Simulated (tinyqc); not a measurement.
# Inductance and parasitic capacitance from two readings

Inverse problem. A loss-free coil L in parallel with C shows the apparent inductance L/(1 - w^2 L C), w = 2 pi f. Find L, C and the self-resonance 1/(2 pi sqrt(L C)).

apparent inductance at 5.5 and 11 GHz (nH): 0.69455805  1.3174227

Solution. The inverse of the reading is 1/L - w^2 C, a straight line in w^2.

L = 0.600 nH
C = 190 fF
self-resonance = 14.9 GHz

Numbers from tinyqc (`OMP_NUM_THREADS=1 python tinyqc.py 2302056 2302057 out.jsonl`; about 0.01 s on one thread of a shared Intel Xeon 2.30GHz).
